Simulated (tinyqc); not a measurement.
# Changing the doping N of the lightly doped side

Model: avalanche multiplication and breakdown of a junction from ionisation integrals. Computed by tinyqc, a small Python program. Command: `OMP_NUM_THREADS=1 python tinyqc.py 3029207 3029208 out.jsonl impact sweep`. One thread of a shared host (Intel(R) Xeon(R) Processor @ 2.30GHz), about 0.02 s of CPU time with the checks.

Ionisation coefficients follow the local field. Position x runs through the depletion layer from the p side (x = 0), where electrons enter, to the n side (x = w), where holes enter. The built-in voltage is neglected.

Inputs (values chosen for the exercise, modelled on 4H-SiC):
```
quantity                    value        unit
electron prefactor a_n   1.89e+08        1/cm
electron field b_n       3.31e+07        V/cm
hole prefactor a_p       3.55e+08        1/cm
hole field b_p           2.44e+07        V/cm
exponent c                      1           -
permittivity eps              9.7           -
drift-layer mobility mu       870  cm^2/(V s)
```

Junction: one-sided abrupt p+n.

Constants: e = 1.602176634e-19 C; eps_0 = 8.8541878128e-12 F/m.

Method:
- alpha_n = a_n exp(-(b_n/F)^c), alpha_p = a_p exp(-(b_p/F)^c).
- Field F = F_m (1 - s), w = eps eps_0 F_m/(e N), V = F_m w/2, with s = x/w (the peak lies at the p+ side).
- With Phi(x) = int_0^x (alpha_n - alpha_p) dx': 1 - 1/M_n = I_n = int_0^w alpha_n exp(-Phi) dx and M_p = M_n exp(-Phi(w)); trapezoid rule on 401 even points; breakdown at I_n = 1.
- Solve I_n(F_m) = 1.
- R_on = w/(e mu N) with w the width at breakdown; figure of merit V_B^2/R_on; for a triangular field it equals eps eps_0 mu F_m^3/4.

One run for each value; columns: (1) doping N of the lightly doped side (1/cm^3); (2) breakdown voltage (V); (3) critical field F_m (MV/cm); (4) width at breakdown (micrometre); (5) specific on-resistance (milliohm cm^2); (6) ratio k = alpha_p/alpha_n:
```
(1)        (2)    (3)        (4)        (5)    (6)
1.40e+15  9828  2.266  8.676e+01  4.446e+01  87.37
3.40e+15  4637  2.425  3.824e+01  8.068e+00  67.87
7.90e+15  2288  2.597  1.762e+01  1.600e+00  53.54
1.80e+16  1157  2.787  8.300e+00  3.308e-01  42.60
4.30e+16   568  3.017  3.762e+00  6.276e-02  33.57
1.00e+17   288  3.276  1.756e+00  1.260e-02  26.75
2.40e+17   144  3.588  8.015e-01  2.396e-03  21.22
5.50e+17    76  3.937  3.837e-01  5.005e-04  17.12
1.30e+18    39  4.368  1.801e-01  9.940e-05  13.76
```

Over the rows, breakdown voltage (V) falls from 9830 to 39.3 (exponent d ln y / d ln x -0.85 between the first rows and -0.76 between the last); critical field F_m (MV/cm) rises from 2.27 to 4.37 (exponent d ln y / d ln x 0.077 between the first rows and 0.12 between the last); width at breakdown (micrometre) falls from 86.8 to 0.180 (exponent d ln y / d ln x about -0.90 throughout). At the high end the exponent of breakdown voltage is -0.76, close to -0.75: the N^(-3/4) rule of abrupt junctions. At the high end the exponent of critical field F_m is 0.12, close to 0.12: the N^(1/8) rule. Across the table R_on scales as V_B^2.36; a constant critical field would give 2, and the slow fall of F_m in wider layers adds the rest.

Caution (rows 1.30e18): in a layer this thin the dead space before a carrier can ionise, and tunnelling, make the local model unreliable.

Extremes, crossings and ranges named in words are read from the listed rows.
